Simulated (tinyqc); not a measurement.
Tight binding, honeycomb lattice, step by step. One step of it, computed by the program tinyqc.

Question. Levels at k. Diagonalise the Hermitian matrix.

H(k) at k (eV):
```
                     A                    B
A            -0.261186  -5.982123+0.485373i
B  -5.982123-0.485373i            -1.101186
```

Give: eigenvalues; weights |c|^2 of the basis functions.

Answer.

eigenvalues (eV): -6.698  5.335

weights |c|^2 of the basis functions:
```
   band 1  band 2
A   0.465   0.535
B   0.535   0.465
```
